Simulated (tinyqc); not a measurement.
Quantum-well laser, gain and threshold: course of the iteration: threshold density by Newton steps.

One electron and one heavy-hole subband per well, parabolic, with equal sheet densities n of electrons and holes; k-conserving transitions, TE polarisation, no line broadening, so the gain starts as a step at E0 and peaks there. All wells are pumped alike.

fe = 1 - exp(-n/Nc) and fh = 1 - exp(-n/Nv) are the fillings of the two band edges; f = g0 (fe + fh - 1) - gth; f' = g0 [(1 - fe)/Nc + (1 - fh)/Nv]; n(new) = n - f/f'.

Stop when n changes by less than 1000 cm^-2, or after 30 iterations. n must stay positive.

n at the start = 1.2e13 cm^-2
Nc = 2.19224e12 cm^-2
Nv = 1.07560e13 cm^-2
g0(E0) = 25070.7 1/cm
gth = 184.673 1/cm

Course of the iteration:

| iteration | n (cm^-2) | \|change\| (cm^-2) |
|---|---|---|
| 1 | -8.40559e12 | 2.04e13 |

Did this iteration meet its convergence test, and what does its course show?

No. Stopped after 1 iteration(s) without a result. The last step lands on n = -8.41e12 cm^-2, below zero: at the start the slope of the gain is much smaller than near threshold, so the tangent reaches far too low. A rerun with the start n = 1.9e12 cm^-2 converges in 5 iterations.

Range of the model: Polarisation fields, which separate electrons and holes in nitride wells and lower the gain, are left out.

Numbers from tinyqc (`OMP_NUM_THREADS=1 python tinyqc.py 2840025 2840026 out.jsonl`; about 0.01 s on one thread of a shared Intel Xeon 2.30GHz).
